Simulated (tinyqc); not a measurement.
What each parameter does: polytypes by hexagonality, and a cubic inclusion as a quantum well.

Gap: E3 + (E2 - E3) h. Valence top Ev2 h and polarisation P2 h, both counted from 3C; Ec = Ev + gap.

A cubic inclusion of width L = N d in the host (h = 1) is a well of depth V = Ec(host) - Ec(3C). Square well with mass mismatch: k tan(k L/2) = (m_w/m_b) q, k = sqrt(m_w E/c), q = sqrt(m_b (V - E)/c), c = hbar^2/2m0, lowest root. The depth of the level, V - E, is its binding, and the transition to the valence top of the host is gap(host) - (V - E). The step in polarisation gives a field |F| = |P|/(eps eps0) in a thin inclusion, eps0 = 8.8541878e-12 F/m.

Constants: hbar^2/2m0 = 3.80998211 eV angstrom^2.

Inputs chosen for the exercise (of the order of those of InP; the results hold for these values, not for the real material):

| symbol | value | unit | meaning |
|---|---|---|---|
| E3 | 1.431 | eV | gap of the cubic polytype |
| E2 | 1.504 | eV | gap of 2H |
| Ev2 | 0.038 | eV | valence top of 2H above that of 3C |
| P2 | -0.0021 | C/m^2 | spontaneous polarisation of 2H |
| m | (0.075, 0.081) | m0 | electron mass along c in the cubic layer and in the host |
| d | 3.384 | angstrom | thickness of a double layer |
| eps | 12.7 |  | dielectric constant |
| N | 6 |  | double layers in the cubic inclusion |

Well depth, depth of the level, transition without the field and field.

One parameter was then changed.

Results before and after:

| case | V (eV) | depth (eV) | transition (eV) | \|F\| (MV/cm) |
|---|---|---|---|---|
| base | 0.1110 | 0.0204 | 1.4836 | 0.187 |
| changed | 0.1410 | 0.0310 | 1.4730 | 0.187 |

Which of these changes was made? (a) Ev2 = 0.068 eV; (b) m = (0.09, 0.081) m0; (c) E2 = 1.534 eV; (d) eps = 13.7; (e) E3 = 1.411 eV; (f) N = 7; (g) P2 = -0.0027 C/m^2.

Answer: (a) Ev2 = 0.068 eV. Of the candidates, run in turn, only this one gives the changed row.

All candidates:

| case | V (eV) | depth (eV) | transition (eV) | \|F\| (MV/cm) |
|---|---|---|---|---|
| base | 0.1110 | 0.0204 | 1.4836 | 0.187 |
| N = 7 | 0.1110 | 0.0257 | 1.4783 | 0.187 |
| Ev2 = 0.068 eV | 0.1410 | 0.0310 | 1.4730 | 0.187 |
| E3 = 1.411 eV | 0.1310 | 0.0273 | 1.4767 | 0.187 |
| E2 = 1.534 eV | 0.1410 | 0.0310 | 1.5030 | 0.187 |
| P2 = -0.0027 C/m^2 | 0.1110 | 0.0204 | 1.4836 | 0.240 |
| eps = 13.7 | 0.1110 | 0.0204 | 1.4836 | 0.173 |
| m = (0.09, 0.081) m0 | 0.1110 | 0.0208 | 1.4832 | 0.187 |

Program tinyqc; command `OMP_NUM_THREADS=1 python tinyqc.py 1880134 1880135 out.jsonl`; about 0.08 s on one thread of a shared Intel(R) Xeon(R) Processor @ 2.30GHz.
